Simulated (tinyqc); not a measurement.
Input admittance of a MOSFET at zero drain bias: distributed channel and distributed gate: one step of the calculation.

Source and drain grounded, strong inversion, w = 2 pi f, Cox = eps0 eox/tox. The channel is an RC line of resistance 1/(mu Cox Vo) per square fed from both ends, so one finger has the intrinsic admittance y = i w Cox L tanh(g)/g per width, g = (1/2) sqrt(i w tau), tau = L^2/(mu Vo). The vertical resistance rv/L is in series with y, the overlaps 2 i w Cov in parallel: y_t = 1/(1/y + rv/L) + 2 i w Cov. The gate strip is a line of Rsh/L per length loaded by y_t, so a finger has Y = y_t Wf tanh(k)/k, k = (Wf/sd) sqrt(y_t Rsh/L); the device has Nf Y.

Question. Low-frequency resistances and capacitance. Low-frequency limits, with c = Cox L and ct = c + 2 Cov: R_strip = Rsh Wf/(3 sd^2 L Nf), R_ch = (c/ct)^2 L/(12 mu Cox Vo Wf Nf), R_vert = (c/ct)^2 rv/(L Wf Nf), C = ct Wf Nf.

Values chosen for this exercise; values of the order met in silicon radio-frequency transistors:
- eox = 3.9 (relative permittivity of the gate insulator (close to silicon dioxide))
- tox = 5.2 nm (insulator thickness)
- L = 0.2 um (channel length)
- Wf = 1.7 um (finger width)
- Nf = 1 (number of fingers)
- mu = 420 cm^2/(V s) (channel mobility)
- Vo = 0.61 V (gate overdrive)
- Rsh = 22 ohm/square (sheet resistance of the gate)
- rv = 0 ohm um^2 (vertical resistivity of the gate stack)
- sd = 1 (number of ends at which a finger is contacted)
- Cov = 0.18 fF/um (overlap and fringe capacitance on each side)

Constants: eps0 = 8.8541878128e-14 F/cm where lengths are in cm. Results are converted to the units shown.

Wanted: parts; sum; C; 1/(2 pi R C).

Answer.

parts (ohm): strip 62.33, channel 35.67, vertical 0
sum = 98.00 ohm
C = 2.870 fF
1/(2 pi R C) = 565.9 GHz

The strip term is the largest, 63.6 % of the sum.

tinyqc, about 0.01 s, one thread, Intel Xeon 2.30GHz (shared host): `OMP_NUM_THREADS=1 python tinyqc.py 2262161 2262162 out.jsonl`
